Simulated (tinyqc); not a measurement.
## Resistance of a tapered via with liner, size effect and interface: via resistance against the liner on the sidewall

A round via whose diameter grows from db at the bottom as D(z) = db + 2 z/tan(ang). The fill, of diameter D - 2 tl, starts above the bottom liner (thickness fb tl) and has rho = rho0 (1 + ks lam/(D - 2 tl)); the sidewall liner conducts in parallel with it. The bottom liner and the interface are crossed over the full area pi db^2/4. Spreading in the lines above and below is left out.

Slices between z0 = fb tl and hv, evaluated at their midpoints: conductance per length pi/4 [(D - 2 tl)^2/rho + (D^2 - (D - 2 tl)^2)/rl], slice resistance = slice height over that. 2000 slices. R_fill = sum of the slices; R_bottom = rl fb tl/(pi db^2/4); R_interface = ri/(pi db^2/4); ballistic (Sharvin) limit 1/(Sb pi (db - 2 tl)^2/4); ideal cylinder rho0 hv/(pi db^2/4).

Inputs (values chosen for the exercise); fill metal close to copper:
- db = 35 nm (diameter at the bottom)
- hv = 74 nm (height)
- ang = 89 degrees (sidewall angle)
- rho0 = 1.64 uohm cm (bulk resistivity of the fill)
- lam = 40.1 nm (mean free path of the fill)
- ks = 0.6 (size-effect factor)
- fb = 1 (liner at the bottom over that on the sidewall)
- rl = 520 uohm cm (resistivity of the liner)
- ri = 5.9e-12 ohm cm^2 (interface resistivity at the bottom)
- Sb = 1.1e15 S/m^2 (ballistic conductance per area, about 3/(4 rho0 lam))

The same in every row: R_interface (ohm) = 0.61323.

Via resistance against the liner on the sidewall:
```
tl (nm)  R_fill (ohm)  R_bottom (ohm)  R (ohm)  ballistic limit (ohm)  R over ideal cylinder  largest part
0              1.9544               0   2.5677                0.94489                 2.0356          fill
0.6            2.0996          3.2429   5.9557                 1.0132                 4.7216  bottom liner
1.1            2.2338          5.9452   8.7923                 1.0759                 6.9703  bottom liner
1.7            2.4132          9.1881   12.214                 1.1592                 9.6834  bottom liner
2.3            2.6156          12.431   15.660                 1.2525                 12.415  bottom liner
2.9            2.8454          15.674   19.132                 1.3575                 15.168  bottom liner
3.4            3.0613          18.376   22.051                 1.4555                 17.481  bottom liner
4              3.3552          21.619   25.588                 1.5878                 20.285  bottom liner
```

What does the table show?

R rises from 2.57 to 25.6 ohm. The fill is the largest part at tl = 0, the bottom liner from 0.6 on. The share of the two bottom terms goes from 23.9 to 86.9 %.

Numbers from tinyqc (`OMP_NUM_THREADS=1 python tinyqc.py 2750078 2750079 out.jsonl`; about 0.01 s on one thread of a shared Intel Xeon 2.30GHz).
